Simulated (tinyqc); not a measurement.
Comparisons within one model: free-carrier optics of a doped semiconductor (Drude model with one polar phonon). A value that a table varies takes the place of the one given here.

eps(E) = ei [1 - Ep^2/(E^2 + i E Gam)] + (es - ei) wT^2/(wT^2 - E^2 - i E gT), with Ep^2 = 8 pi c (e^2/(4 pi eps0)) N/(m ei), c = hbar^2/2m0, N in 1/angstrom^3 (1e-24 per 1/cm^3); Gam = hbar/tau, tau = mu m m0/e with m0/e = 5.685630e-12 kg/C and mu in m^2/(V s). Energies in meV.

n + i k = sqrt(eps1 + i eps2) with k >= 0; R = ((n - 1)^2 + k^2)/((n + 1)^2 + k^2) at normal incidence from vacuum; alpha = 2 E k/(hbar c), times 1e8 for 1/cm; loss function Im(-1/eps) = eps2/(eps1^2 + eps2^2).

Constants: hbar^2/2m0 = 3.80998211 eV angstrom^2; e^2/(4 pi eps0) = 14.39964547 eV angstrom; hbar = 6.58211957e-16 eV s; hbar c = 1973.269805 eV angstrom.

Inputs chosen for the exercise (mass and dielectric values near those of InP; N and mu are free inputs; interband absorption and the rise of the mass with filling are left out; shifted at random, so the results belong to these values and not to a real crystal): m = 0.0838 m0 (conductivity mass); ei = 9.86 (high-frequency dielectric constant); wT = 38.4 meV (TO phonon); es = 13.04 (static dielectric constant); N = 1.3e+18 1/cm^3 (carrier density); mu = 4500 cm^2/(V s) (mobility); gT = 0.5 meV (phonon damping); E = 138.5 meV (photon energy).

## The coupled modes against doping

L-, L+ solve E^4 - (wL^2 + Ep^2) E^2 + Ep^2 wT^2 = 0, wL = wT sqrt(es/ei); damping left out; energies in meV.

Modes:
```
N (1/cm^3)      Ep     L-      L+  Ep sqrt(ei/es)
4.0e+16       8.17   7.07   44.35            7.10
1.0e+17      12.92  11.11   44.65           11.23
4.0e+17      25.84  21.33   46.50           22.47
7.0e+17      34.18  26.79   49.00           29.72
1.0e+18      40.85  30.13   52.07           35.52
2.0e+18      57.77  34.72   63.89           50.24
5.0e+18      91.34  37.15   94.41           79.43
1.0e+19     129.18  37.82  131.18          112.33
4.0e+19     258.36  38.26  259.30          224.66
```

wL = 44.16 meV

At low density L- follows Ep sqrt(ei/es) (7.07 against 7.10), a plasmon screened by the lattice, and L+ starts at wL. At the highest density L- has come within 0.14 meV of wT, since the carriers screen the field that lifts wL, and L+ is within 0.94 meV of Ep. The branches are closest, 21.94 meV, at 1e+18 1/cm^3 of those listed. The mass is held fixed, while in a real band it rises with filling.

## Reflectance across the plasma edge

Spectrum:
```
E (meV)     eps1    eps2      R  alpha (1/cm)
4.7      -665.65  443.34  0.960      1.29e+04
14.0      -90.60   22.85  0.951      1.36e+04
23.3      -23.84    5.17  0.920      1.16e+04
32.6        1.28    2.33  0.132      2.74e+03
39.6      -51.65   11.19  0.944      2.90e+04
46.6       -6.67    0.87  0.917      1.22e+04
51.2       -2.36    0.58  0.803      8.03e+03
58.2        1.11    0.37  0.008      1.02e+03
69.9        4.12    0.21  0.116           360
93.2        6.75    0.09  0.197           155
139.7       8.50    0.03  0.239          60.9
232.9       9.38    0.01  0.258          20.8
```

Ep = 46.6 meV and Gam = 3.1 meV. R is 0.960 at the lowest energy and lowest, 0.008, at 58.2 meV of those listed; without damping and phonon it would vanish at Ep sqrt(ei/(ei - 1)) = 49.1 meV. At the highest energy R is 0.258, against 0.267 for ei alone. Between the last two rows alpha goes as E^-2.10, where the Drude limit far above Ep and Gam is E^-2. Inside the metallic range the phonon cuts a dip in R near L-, below wT = 38.4 meV, which the rows may miss.

## Free-carrier absorption and index change in the near infrared

At the wavelengths listed E = hc/lambda (hc = 1239.841984 eV nm). Approximate forms: alpha = ei Ep^2 Gam/(E^2 sqrt(ei) hbar c) and dn = -sqrt(ei) Ep^2/(2 E^2). The phonon term is left out here.

Free carriers:
```
lambda (micrometre)  E (meV)  alpha (1/cm)  alpha, approximate        dn  dn, approximate
1.31                   946.4          1.18                1.18  -0.00380         -0.00380
1.55                   799.9          1.66                1.66  -0.00533         -0.00532
2.00                   619.9          2.77                2.76  -0.00888         -0.00886
3.00                   413.3          6.24                6.20   -0.0200          -0.0199
5.00                   248.0          17.5                17.2   -0.0559          -0.0554
8.00                   155.0          46.2                44.1    -0.145           -0.142
10.60                  117.0          84.4                77.5    -0.260           -0.249
```

At 1.55 micrometre alpha = 1.66 1/cm and dn = -0.00533; a phase shift of pi needs a length lambda/(2 |dn|) = 145 micrometre, over which the loss is 0.10 dB. The approximate alpha is within 5 % up to 8 micrometre of the wavelengths listed; it needs photon energies well above both Ep and Gam, which lie at 26.6 and 403.9 micrometre. Interband and intervalley absorption are left out.

## What moves the optical constants

At the energy E. Each row changes one parameter from the base and keeps the others.

Results:
```
case                  Ep (meV)  Gam (meV)       R  alpha (1/cm)
base                     46.58       3.07  0.2389          62.0
N = 1.95e+18 1/cm^3      57.04       3.07  0.2263          95.0
m = 0.1006 m0            42.51       2.56  0.2429          43.3
mu = 2700 cm^2/(V s)     46.58       5.12  0.2389           102
ei = 10.35               45.46       3.07  0.2502          59.8
E = 166.2 meV            46.58       3.07  0.2480          42.0
```

The largest shifts from the base row, up to three for each result and ties (the steps differ in size, so this ranks the rows, not the parameters). Ep (meV): N +10.47, m -4.07, ei -1.12; unchanged at the printed digits by mu and E. Gam (meV): mu +2.05, m -0.51; unchanged at the printed digits by N, ei and E. R: N -0.0126, ei +0.0113, E +0.0091; unchanged at the printed digits by mu. alpha (1/cm): mu +39.6, N +32.9, E -20.1.

Computed by tinyqc, a small Python program: `OMP_NUM_THREADS=1 python tinyqc.py 1680706 1680707 out.jsonl` (the numbers bound the seed that draws the inputs); one thread of a shared host (Intel(R) Xeon(R) Processor @ 2.30GHz), about 0.01 s for the whole set of steps.
